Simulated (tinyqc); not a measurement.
Quasiparticle equation with a plasmon-pole self-energy for two band edges, step by step. Values are carried at full precision from step to step, so a last printed digit may differ when a step is redone from the rounded ones.

For each edge E = e + X + Sc(E), with the correlation part Sc(E) = A[0]/(E - a + w) + A[1]/(E - b - w); a and b are the valence and conduction energies that enter the Green function (a = ev, b = ec in the one-shot scheme). Z = 1/(1 - dSc/dE), dSc/dE = -A[0]/(E - a + w)^2 - A[1]/(E - b - w)^2.

Inputs chosen for the exercise (scales of the order of those of SiO2; the results hold for these values, not for the real material): ev = 0 eV (mean-field valence top); ec = 5.44 eV (mean-field conduction edge); w = 20.6 eV (pole energy); Av = (70.7, 33.8) eV^2 (weights of the valence state on the hole and electron poles); Ac = (37.8, 66.7) eV^2 (the same for the conduction state); Xv = -4.36 eV (exchange minus the mean-field potential, valence); Xc = 4.4 eV (the same, conduction).

## Linearised one-shot correction

Evaluate Sc and its slope at the mean-field energy; E = e + Z (X + Sc).

Terms:

| edge | Sc (eV) | dSc/dE | Z | X + Sc (eV) | E (eV) |
|---|---|---|---|---|---|
| valence | 2.1340 | -0.2165 | 0.8221 | -2.2260 | -1.8299 |
| conduction | -1.7863 | -0.2129 | 0.8245 | 2.6137 | 7.5949 |

gap = 9.4248 eV
gap with Z = 1 = 10.2797 eV

The gap opens by 3.985 eV, 46 % of it by lowering the valence top. Setting Z = 1 would overshoot by 0.855 eV.

## Solving the equation for the conduction edge

Newton steps on f(E) = E - ec - Xc - Sc(E) from E = ec; the first step is the linearised result.

Iterates:

| step | E (eV) | Sc (eV) | f (eV) |
|---|---|---|---|
| 0 | 5.44000 | -1.78625 | -2.613749 |
| 1 | 7.59492 | -2.27547 | 0.030389 |
| 2 | 7.57048 | -2.26953 | 0.000005 |
| 3 | 7.57048 | -2.26952 | 0.000000 |

The linearisation errs by +24.4 meV, as the shift is only 0.103 of the pole energy.

## All solutions for the valence state

Multiplying out gives a cubic; give its three roots and their weights Z.

roots (eV): -24.274  -1.811  27.165

weights: 0.1600  0.8040  0.0361

The weights add up to 1. The satellite below lies 22.46 eV from the main peak, 9 % more than w: this scheme places plasmon satellites too far out, and gives one where a cumulant form gives a series.

## Updating the energies in the Green function

Solve both equations exactly, put the results in place of a and b, and repeat five times; w is kept.

Cycles (eV):

| cycle | Ev | Ec | gap |
|---|---|---|---|
| 1 | -1.8108 | 7.5705 | 9.3813 |
| 2 | -2.0136 | 7.8140 | 9.8277 |
| 3 | -2.0345 | 7.8394 | 9.8739 |
| 4 | -2.0367 | 7.8420 | 9.8787 |
| 5 | -2.0369 | 7.8423 | 9.8792 |

The update moves the gap by +498 meV from the one-shot value; each cycle shrinks the change to about 0.10 of the one before.

## Checks

- Sum of the weights of the three roots: both 1.000000.
- Newton result against the root by bisection (eV): both 7.57048.

Computed by tinyqc, a small Python program: `OMP_NUM_THREADS=1 python tinyqc.py 1881040 1881041 out.jsonl` (the numbers bound the seed that draws the inputs); one thread of a shared host (Intel(R) Xeon(R) Processor @ 2.30GHz), about 0.03 s for the whole set of steps.
